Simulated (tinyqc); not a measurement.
Inside a calculation. Model: strain-driven roughening and islands of a mismatched epitaxial film. Computed by tinyqc, a small Python program that keeps every step. Command: `OMP_NUM_THREADS=1 python tinyqc.py 3006695 3006696 out.jsonl island walk`. One thread of a shared host (Intel(R) Xeon(R) Processor @ 2.30GHz), about 0.01 s of CPU time with the checks. Intermediate numbers are printed to about 6 digits and carried at full precision; extremes and crossings named in words are read from the listed rows.

Film and substrate share isotropic elastic constants; the film is coherent and biaxially strained.

Inputs (values chosen for the exercise, for a model film):
```
quantity,value,unit
misfit |f|,0.0218,-
shear modulus G,132,GPa
Poisson ratio nu,0.2,-
surface energy gamma,2.28,J/m^2
contact angle of the shallow shape theta_1,13.1,degrees
contact angle of the steep shape theta_2,27.6,degrees
facet energy of shape 1 over gamma,0.9957,-
facet energy of shape 2 over gamma,0.9913,-
wetting energy gamma_s - gamma,0.29,J/m^2
decay length of wetting delta,0.2,nm
surface mobility D_s nu_s Omega^2/(k_B T),6.8e-32,m^6/(J s)
initial ripple amplitude A0,0.12,nm
ripple wavelength over the critical one,1.2,-
island volume V,92,nm^3
```

Transport: surface diffusion.

Constants: e = 1.602176634e-19 C.

## Elastic energy of the flat film

M = 2 G (1 + nu)/(1 - nu); stress = M f; energy density w = M f^2.

biaxial modulus M = 396 GPa

stress = 8.6328 GPa

energy density w = 188.195 MJ/m^3

## Asaro-Tiller-Grinfeld instability

A ripple A cos(k x) has the surface chemical potential per volume [gamma k^2 - 2 (1 + nu) w k] A cos(k x), so k_c = 2 (1 + nu) w/gamma. With surface diffusion the amplitude grows at the rate q = B k^2 [2 (1 + nu) w k - gamma k^2], fastest at k_m = (3/4) k_c. B is the surface mobility.

k_c = 0.198100 1/nm

critical wavelength = 31.7172 nm

fastest wavelength = 42.2896 nm

growth time 1/q at k_m = 0.0397095 s

A ripple of A0 needs about 0.11 s to reach a twentieth of its wavelength.

## A ripple of given wavelength

A ripple A cos(k x) has the surface chemical potential per volume [gamma k^2 - 2 (1 + nu) w k] A cos(k x), so k_c = 2 (1 + nu) w/gamma. With surface diffusion the amplitude grows at the rate q = B k^2 [2 (1 + nu) w k - gamma k^2], fastest at k_m = (3/4) k_c. B is the surface mobility. Stress at the trough = stress x (1 + 2 k A).

k = 0.165083 1/nm

rate q = 23.0296 1/s

q over the largest rate = 0.914495

stress concentration at A0 = 1.03962

The ripple grows.

## Wetting layer

The surface energy depends on thickness as gamma + (gamma_s - gamma) exp(-h/delta). Its curvature adds W2 = (gamma_s - gamma) exp(-h/delta)/delta^2 to the restoring terms; the flat film is stable while W2 > (1 + nu)^2 w^2/gamma, which gives h_c = delta ln[(gamma_s - gamma) gamma/(delta^2 (1 + nu)^2 w^2)], or 0 if negative.

wetting-layer thickness h_c = 1.15622 nm

Layer-by-layer growth up to h_c, then roughening: the Stranski-Krastanov mode.

## Island nucleation

Shallow faceted island (Tersoff form): E = 4 Gam V^(2/3) tan^(1/3)(theta) - 6 c V tan(theta), Gam = gamma [x/sin(theta) - 1/tan(theta)], x the facet energy over gamma, c = stress^2 (1 - nu)/(2 pi G). The barrier is the maximum of E, at V_c = [4 Gam/(9 c)]^3 / tan^2(theta) (1 GPa nm = 1 J/m^2).

c = 0.0718852 GPa

Gam of shape 1 = 0.218533 J/m^2

critical volume, shape 1 = 45.5476 nm^3

barrier, shape 1 = 14.2668 eV

Gam of shape 2 = 0.517207 J/m^2

critical volume, shape 2 = 119.640 nm^3

barrier, shape 2 = 84.1883 eV

The shallow shape has the lower barrier. Each barrier is a third of the surface term at V_c and scales as Gam^3/c^2, that is as f^(-4).

## Which shape at the volume V

The two energies cross at V_x^(1/3) = 4 [Gam_2 t2^(1/3) - Gam_1 t1^(1/3)]/(6 c (t2 - t1)), t = tan(theta); mu = dE/dV.

E of shape 1 = 10.7565 eV

E of shape 2 = 82.5121 eV

crossing volume V_x = 734.654 nm^3

jump of mu at V_x, shape 2 less shape 1 = -41.7049 MJ/m^3

At V the shallow shape is lower, though both lie above the flat film. At V_x the chemical potential drops, so islands that have turned steep grow at the cost of the shallow ones. Caution: the shallow-slope form overstates the relaxation of facets steeper than about 25 degrees.

## Scaling with the misfit

A ripple A cos(k x) has the surface chemical potential per volume [gamma k^2 - 2 (1 + nu) w k] A cos(k x), so k_c = 2 (1 + nu) w/gamma. With surface diffusion the amplitude grows at the rate q = B k^2 [2 (1 + nu) w k - gamma k^2], fastest at k_m = (3/4) k_c. V_c = [4 Gam/(9 c)]^3/tan^2(theta), barrier = (4/3) Gam V_c^(2/3) tan^(1/3)(theta); the growth time is 1/q at k_m.

Misfit scaled at fixed constants:
```
|f| (%),fastest wavelength (nm),growth time (s),V_c of shape 1 (nm^3),barrier of shape 1 (eV)
0.545,676.634,2.60240e+03,1.86563e+05,3.65229e+03
0.763,345.222,1.76340e+02,2.47775e+04,9.50721e+02
1.090,169.159,1.01656e+01,2.91504e+03,2.28268e+02
1.526,86.305,6.88827e-01,3.87148e+02,5.94201e+01
2.180,42.290,3.97095e-02,4.55476e+01,1.42668e+01
3.052,21.576,2.69073e-03,6.04918e+00,3.71376e+00
```

Halving the misfit stretches the wavelength 4 times, the barrier 16 times, the volume 64 times and the time 256 times: f^(-2), f^(-4), f^(-6), f^(-8). Over these rows the time spans 6.0 decades: strongly mismatched films tend to roughen first, while dilute alloys have time to stay flat. Rows with wavelengths under 10 nm or volumes under 5 nm^3 are beyond the continuum picture.

Checks made by the program: k_m against a numerical maximum of the rate (relative difference 5e-10).
